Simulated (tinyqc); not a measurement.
# Surface potential of a MOS transistor: implicit equation and explicit approximations, step by step

Computed by the program tinyqc: `OMP_NUM_THREADS=1 python tinyqc.py 2122116 2122117 out.jsonl`, one thread of a shared Intel Xeon 2.30GHz, about 0.01 s for the whole run. Printed values are rounded.

p-type body, charge-sheet picture, depletion and inversion only, full ionisation (an idealisation for deep acceptors), Boltzmann statistics (rough once Na exp(x - xn) passes about Nc/7). In units of Vt: xg = (Vg - Vfb)/Vt, x = psi/Vt, G = gamma/sqrt(Vt), xn = (2 phiF + Vc)/Vt. The implicit equation is (xg - x)^2 = G^2 [x - 1 + exp(x - xn)] for x above about 3. Cox = eps0 eox/tox.

Parameters, values chosen for the exercise; band and dielectric values close to those of silicon:
```
symbol,value,unit,meaning
T,400,K,temperature
Eg,1.11,eV,band gap
eps_r,11.5,,relative permittivity
Nc,4.23e19,cm^-3,conduction-band density of states at T
Nv,4.05e19,cm^-3,valence-band density of states at T
eox,25.3,,relative permittivity of the gate insulator (close to zirconium oxide)
tox,6.6,nm,insulator thickness
Na,1.5e18,cm^-3,acceptor density
Vfb,-0.96,V,flat-band voltage
Vc,0,V,channel-body voltage
Vg,-0.11,V,gate-body voltage
```

Constants: q = 1.602176634e-19 C, kB = 1.380649e-23 J/K, Vt = kB T/q, eps0 = 8.8541878128e-14 F/cm where lengths are in cm. Results are converted to the units shown.

## Scales

ni = sqrt(Nc Nv) exp(-Eg/(2 Vt)), Eg in volts; phiF = Vt ln(Na/ni); gamma = sqrt(2 q eps0 eps_r Na)/Cox; VT = Vfb + Vt (xn + G sqrt(xn - 1)).

phiF = 0.440645 V
gamma = 0.206117 V^0.5
G = 1.11019
xn = 25.5674
VT = 0.110965 V
xg = 24.6596

## Explicit approximation

Depletion value a = 1 + [sqrt(G^2/4 + xg - 1) - G/2]^2; inversion value b = xn + ln[(xg - xn)^2/G^2 - xn + 1] and first guess y = min(a, b) - ln(1 + exp(-|a - b|)) if a > xn + 1, else b = y = a; one second-order correction with D = exp(y - xn), p = 2 (xg - y) + G^2 (1 + D), w = (xg - y)^2 - G^2 (y - 1 + D): z = y + 2 w/(p + sqrt(p^2 - 2 (2 - G^2 D) w)), or the Newton step z = y + w/p where the root is not real.

a = 19.8407
b = 19.8407
y = 19.8407
p = 10.8743
w = -0.00401549
z = 19.8404

The root of the implicit equation is x = 19.8404; y misses it by 3.7e-4 and z by -3.6e-15, in units of Vt.

## Starting value

x = y rounded to two decimals.

x at the start = 19.84

## Iteration 1: new x

D = exp(x - xn), f = (xg - x)^2 - G^2 (x - 1 + D), f' = -2 (xg - x) - G^2 (1 + D), x(new) = x - f/f'.

D = 0.00325560
f = 0.00382534
f' = -10.8757
x after iteration 1 = 19.8404

## Iteration 2: new x

As before.

D = 0.00325674
f = 1.23467e-7
f' = -10.8750
x after iteration 2 = 19.8404

## Course of the iteration

Stop when the step is below 1e-11, or after 60 iterations.

Course of the iteration:

| iteration | x before the step | step |
|---|---|---|
| 1 | 19.84 | 3.52e-4 |
| 2 | 19.8404 | 1.14e-8 |
| 3 | 19.8404 | 0 |

Converged in 3 iterations.

## Potential, charges and gate control

converged x = 19.8404

psi = Vt x; N_dep = Cox Vt G sqrt(x - 1)/q; N_inv = (Cox Vt G/q) [sqrt(x - 1 + exp(x - xn)) - sqrt(x - 1)]; dpsi/dVg = 1/[1 + G^2 (1 + exp(x - xn))/(2 (xg - x))].

psi = 0.683884 V
N_dep = 3.51876e12 cm^-2
N_inv = 3.0411e8 cm^-2
dpsi/dVg = 0.886296

psi lies 5.7 Vt below 2 phiF + Vc.
